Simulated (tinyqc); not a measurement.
All hoppings scaled: three-band tight binding of a dichalcogenide monolayer.

Inputs chosen for the exercise (near a published set for monolayer MoTe2; not measured data): e1 = 0.609 eV (level of dz2); e2 = 1.956 eV (level of dxy and dx2-y2); t0 = -0.171 eV (hopping); t1 = 0.223 eV (hopping); t2 = 0.381 eV (hopping); t11 = 0.206 eV (hopping); t12 = 0.238 eV (hopping); t22 = 0.257 eV (hopping); lam = 0.105 eV (spin-orbit constant).

The six hoppings are multiplied by f; e1, e2 and lam stay (real strain also moves e1 and e2, so this is no model of it). Closed forms: Ev(K) = e2 - (3/2)(t11 + t22) - 3 sqrt3 t12 + lam, Ec(K) = e1 - 3 t0, Ev(Gamma) = e1 + 6 t0.

Gaps (eV):
```
f     direct gap at K  Ev(K) - Ev(Gamma)  Ec(K) - top of valence band
0.85           0.6256             0.6826                       0.6256
0.90           0.7478             0.6373                       0.7478
0.94           0.8455             0.6011                       0.8455
0.97           0.9189             0.5740                       0.9189
1.00           0.9922             0.5468                       0.9922
1.03           1.0655             0.5197                       1.0655
1.06           1.1388             0.4925                       1.1388
1.10           1.2366             0.4563                       1.2366
```

The direct gap changes by +24.4 meV for each per cent of f. The top of the valence band stays at K over the range.

Program tinyqc; command `OMP_NUM_THREADS=1 python tinyqc.py 1451839 1451840 out.jsonl`; about 0.02 s on one thread of a shared Intel(R) Xeon(R) Processor @ 2.30GHz.
